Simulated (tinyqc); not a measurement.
IGBT as a p-i-n diode in series with a MOS channel, on-state and switching loss: one step of the calculation.

High injection (n = p) in a drift layer from x = -W/2 (anode) to +W/2 (cathode side), recombination only in the layer with lifetime tau, ideal emitters. The channel feeds the cathode side and carries the whole current. Auger recombination, carrier-carrier scattering, emitter losses and the carrier dip under the p body are left out.

Question. Ambipolar length. b = mn/mp, B = (b - 1)/(b + 1), La = sqrt(2 Vt mn mp tau/(mn + mp)), y = W/(2 La).

Parameters, values chosen for the exercise; material values close to those of silicon: temperature T = 350 K; electron mobility mn = 997 cm^2/(V s); hole mobility mp = 342 cm^2/(V s); width of the drift layer W = 130 um; high-injection lifetime tau = 1.2 us.

Constants: q = 1.602176634e-19 C, kB = 1.380649e-23 J/K, Vt = kB T/q. Results are converted to the units shown.

Wanted: b; B; La; y.

Answer.

b = 2.9152
B = 0.48917
La = 42.934 um
y = 1.5140

Computed by the program tinyqc: `OMP_NUM_THREADS=1 python tinyqc.py 2590020 2590021 out.jsonl`, one thread of a shared Intel Xeon 2.30GHz, about 0.01 s for the whole run.
